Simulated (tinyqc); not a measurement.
Rapid thermal processing of a wafer: radiative balance, ramp and cooling, pattern effects, pyrometer error and spike budget: one step, computed by the program tinyqc.

The wafer is opaque and uniform through its thickness unless said otherwise; temperatures in formulas are in kelvin (C + 273.15). sigma = 5.670374419e-12 W/(cm^2 K^4).

Task: Pyrometer error. Signal proportional to eps/(exp(c2/(lambda T)) - 1), c2 = h c/k_B. If the assumed emissivity is too high by the given error, the reading T' solves (1 + error)/(exp(c2/(lambda T')) - 1) = 1/(exp(c2/(lambda T)) - 1). Wien estimate: T' - T = -lambda T^2 ln(1 + error)/c2. Process rates go as exp(-E_a/(k_B T)).

Inputs (values chosen for the exercise, modelled on a hot silicon wafer):
```
quantity,value,unit
process temperature,929,C
pyrometer wavelength,0.9,micrometre
error of the assumed emissivity,8.1,%
activation energy of the process E_a,4,eV
```

Constants: h = 6.62607015e-34 J s; c = 299792458 m/s; k_B = 1.380649e-23 J/K; k_B = 8.617333262e-05 eV/K.

Give: c2; c2/(lambda T); reading less true temperature; Wien estimate; rate at T over rate at T', less 1.

Result:

c2 = 14388 micrometre K

c2/(lambda T) = 13.30

reading less true temperature = -7.000 K

Wien estimate = -7.041 K

rate at T over rate at T', less 1 = 25.38 %
